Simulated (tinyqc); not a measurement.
Width of the well: quantum-confined Stark effect in a modulator well.

Envelopes on cells of 0.5 angstrom over the well |z| < L/2 and 45 angstrom of barrier on each side, psi = 0 beyond, psi'/m continuous (mean mass between points), c = hbar^2/2m0. The electron sees + e F z and the hole - e F z, each with its offset in the barriers; 1 kV/cm = 1e-5 eV/angstrom. Light holes, band mixing and escape by tunnelling are left out.

Exciton: in-plane function exp(-rho/lam), 1/mu = 1/me + 1/mp, E(lam) = c/(mu lam^2) - (q/eps) times the integral over k of Fm(k)(1 + (k lam/2)^2)^(-3/2), Fm(k) the double integral of psi_e^2 psi_h^2 exp(-k |z - z'|), q = e^2/(4 pi eps0); binding Eb = -E at the minimum. Line at Eg + E_e + E_h - Eb, strength proportional to overlap^2/lam^2.

Constants: hbar^2/2m0 = 3.80998211 eV angstrom^2; e^2/(4 pi eps0) = 14.39964547 eV angstrom; hc = 1239.841984 eV nm.

Values chosen for the exercise (near those of a Ge well in SiGe, direct gap; shifted at random, so the results belong to these values and not to a real crystal): Vc = 0.398 eV (conduction offset); Vv = 0.105 eV (heavy-hole offset); me = 0.0414 m0 (electron, well); meb = 0.0553 m0 (electron, barrier); mh = 0.21 m0 (heavy hole along z, well); mhb = 0.219 m0 (heavy hole, barrier); Eg = 0.824 eV (gap of the well); mp = 0.071 m0 (heavy hole in the plane); eps = 15.4 (dielectric constant); Ls = (56, 74, 92, 112, 136, 164) angstrom (widths); F_L = 46 kV/cm (field for this table).

Zero-field line, its shift at F_L and the relative strength.

Results:

| L (angstrom) | line at F = 0 (nm) | Eb (meV) | shift (meV) | relative strength | shift x strength (meV) |
|---|---|---|---|---|---|
| 56 | 1301.0 | 4.42 | -1.09 | 0.973 | 1.06 |
| 92 | 1395.5 | 4.12 | -3.40 | 0.864 | 2.93 |
| 112 | 1423.2 | 3.96 | -5.77 | 0.728 | 4.20 |
| 136 | 1445.2 | 3.80 | -9.76 | 0.517 | 5.04 |
| 164 | 1461.8 | 3.63 | -15.88 | 0.286 | 4.54 |

Give the missing row, L (angstrom) = 74.

Computed row:
```
L (angstrom)  line at F = 0 (nm)  Eb (meV)  shift (meV)  relative strength  shift x strength (meV)
74                        1358.2      4.26        -1.96              0.937                    1.84
```

The shift grows with exponent 2.12 in L over the first two rows and 2.60 over the last two, against 4 for hard walls at second order; leakage lowers it in narrow wells and saturation in wide ones. The strength falls from 0.97 to 0.29, and the product of the two is largest at 136 angstrom.

tinyqc: `OMP_NUM_THREADS=1 python tinyqc.py 1251756 1251757 out.jsonl`; about 0.1 s, one thread, shared Intel(R) Xeon(R) Processor @ 2.30GHz.
